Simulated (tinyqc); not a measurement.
Three-phonon processes in a diatomic chain: dispersion, energy and momentum conservation, and decay channels of optical phonons: one step, computed by the program tinyqc. Command: `OMP_NUM_THREADS=1 python tinyqc.py 3121310 3121311 out.jsonl threeph walk`. One thread of a shared host (Intel(R) Xeon(R) Processor @ 2.30GHz), about 0.04 s of CPU time with the checks.

Cell length a, two atoms, one spring constant. x = q a/pi runs from -1 to 1; A and O are the acoustic and optical branches. Matrix elements are not computed: only conservation laws and occupation factors are followed.

Task: Band edges. omega^2 = k (1/m + 1/M) -/+ k sqrt((1/m + 1/M)^2 - 4 sin^2(pi x/2)/(m M)); nu = 15.6333042 THz x sqrt(omega^2) for eV/(angstrom^2 u). Acoustic top sqrt(2 k/M), optical bottom sqrt(2 k/m), optical top sqrt(2 k (1/m + 1/M)).

Inputs (values chosen for the exercise, for a model chain): light mass m = 14 u; heavy mass M = 74.6 u; spring constant k = 9.8 eV/angstrom^2.

Constants: nu for 1 eV/(angstrom^2 u) = 15.6333042 THz.

Give: acoustic top; optical bottom; optical top; optical top over twice the acoustic top; optical bottom over twice the acoustic top; optical width over acoustic top.

Result:

acoustic top = 8.013 THz

optical bottom = 18.50 THz

optical top = 20.16 THz

optical top over twice the acoustic top = 1.258

optical bottom over twice the acoustic top = 1.154

optical width over acoustic top = 0.2073

The zone-centre optical phonon lies above twice the acoustic top (M/m > 3), so its decay into two acoustic phonons is forbidden; at M/m > 4 energy alone forbids it for every optical phonon.
